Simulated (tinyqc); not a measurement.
## Doping and thickness from pinch-off voltage and conductance

Question. A uniform channel has Vp = q Nd a^2/(2 eps0 eps_r) and G0 = q mu Nd a W/L. Find a and Nd.

Inputs (values chosen for the exercise); material values close to those of gallium arsenide:
```
symbol  value        unit                                     meaning
eps_r    12.8              relative permittivity of the semiconductor
mu       3700  cm^2/(V s)           low-field mobility at this doping
L           1          um                                 gate length
W          50          um                                  gate width
```

Constants: q = 1.602176634e-19 C, eps0 = 8.8541878128e-14 F/cm where lengths are in cm. Results are converted to the units shown.

Vp = 2.7481976 V
G0 = 96.034467 mS

Answer. G0 gives the product Nd a and Vp gives Nd a^2; their ratio is a.

a = 120 nm
Nd = 2.70e17 cm^-3

Numbers from tinyqc (`OMP_NUM_THREADS=1 python tinyqc.py 2500112 2500113 out.jsonl`; about 0.07 s on one thread of a shared Intel Xeon 2.30GHz).
